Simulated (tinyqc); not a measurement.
Inside a calculation. Model: metal gate on a two-layer dielectric stack with fixed charge and a dipole.

Numbers from tinyqc (`OMP_NUM_THREADS=1 python tinyqc.py 2010151 2010152 out.jsonl`; about 0.01 s on one thread of a shared Intel Xeon 2.30GHz). Printed values are rounded.

Gate, layer 2, layer 1, p-type semiconductor; x runs from the gate inwards. Charges are counted in units of +q. psi is the band bending at the surface, positive towards inversion. Classical charge, Boltzmann statistics, no interface traps.

Parameters, values chosen for the exercise; band and dielectric values close to those of silicon, layer 1 close to silicon dioxide, layer 2 close to hafnium oxide: temperature T = 300 K; band gap Eg = 1.13 eV; relative permittivity eps_r = 11.6; conduction-band density of states at T Nc = 2.77e19 cm^-3; valence-band density of states at T Nv = 2.64e19 cm^-3; electron affinity chi = 4.11 eV; acceptor density Na = 6.1e16 cm^-3; work function of the gate metal pM = 4.14 eV; thickness of layer 1, next to the semiconductor t1 = 1.9 nm; relative permittivity of layer 1 e1 = 3.79; thickness of layer 2, next to the gate t2 = 5.1 nm; relative permittivity of layer 2 e2 = 21.7; fixed charge at the semiconductor interface Q1 = 4.9e11 cm^-2; fixed charge between the layers Q2 = -2.3e12 cm^-2; uniform charge density in layer 1 r1 = 0 cm^-3; uniform charge density in layer 2 r2 = 0 cm^-3; flat-band shift by a dipole layer between the layers Vd = 0 V; band bending psi of the working point ps = -0.074 V.

Constants: q = 1.602176634e-19 C, kB = 1.380649e-23 J/K, Vt = kB T/q, eps0 = 8.8541878128e-14 F/cm where lengths are in cm. Results are converted to the units shown.

## Equivalent thickness and work-function difference

EOT = 3.9 (t1/e1 + t2/e2), Cox = eps0/(t1/e1 + t2/e2); phi_ms = pM - (chi + Eg - Vt ln(Nv/Na)).

EOT = 2.87173 nm
Cox = 1.20246 uF/cm^2
share of layer 1 in the EOT = 68.0824 %
phi_ms = -0.943072 V

## Flat-band voltage, term by term

EOT = 3.9 (t1/e1 + t2/e2), Cox = eps0/(t1/e1 + t2/e2); phi_ms = pM - (chi + Eg - Vt ln(Nv/Na)). Vfb = phi_ms + Vd - (q/eps0) [Q1 (t1/e1 + t2/e2) + Q2 t2/e2 + r1 (t1^2/(2 e1) + t1 t2/e2) + r2 t2^2/(2 e2)]: each charge counts with its electrical distance from the gate.

terms (V): phi_ms -0.943072, dipole 0.000000, Q1 -0.065289, Q2 0.097814, r1 0.000000, r2 0.000000
Vfb = -0.910547 V

Apart from phi_ms the largest term is that of Q2, 97.8 mV; all charges and the dipole together move Vfb by 32.5 mV.

## Threshold voltage

ni = sqrt(Nc Nv) exp(-Eg/(2 Vt)), Eg in volts, pB = Vt ln(Na/ni), Vth = Vfb + 2 pB + sqrt(4 q eps0 eps_r Na pB)/Cox.

ni = 8.71886e9 cm^-3
pB = 0.407451 V
depletion charge = 0.127906 uC/cm^2
Vth = 0.0107252 V

## Charge in the semiconductor

ni = sqrt(Nc Nv) exp(-Eg/(2 Vt)), Eg in volts. Qs = -sign(psi) sqrt(2 q eps0 eps_r Na Vt [exp(-u) + u - 1 + (ni/Na)^2 (exp(u) - u - 1)]), u = psi/Vt.

Qs = 0.0841439 uC/cm^2

The surface is accumulated.

## Fields and voltage drops

Gauss: D = -Qs just inside the semiconductor; going towards the gate subtract q Q1, then q r1 t1, q Q2 and q r2 t2. Field = D/(eps0 e); the drop over a layer is its mean field times its thickness; Vg = phi_ms + Vd + psi + both drops.

D, place layer 2, gate side to semiconductor surface (uC/cm^2): [0.205850, 0.205850, -0.162651, -0.162651, -0.084144]
field, place layer 2, gate side to semiconductor surface (MV/cm): [0.107138, 0.107138, -0.484694, -0.484694, -0.081925]
drop over layer 2 = 0.0546403 V
drop over layer 1 = -0.0920918 V
Vg = -1.05452 V

The same Vg follows from Vfb + psi - Qs/Cox. The largest field, 0.485 MV/cm in size, is at: layer 1, outer side.
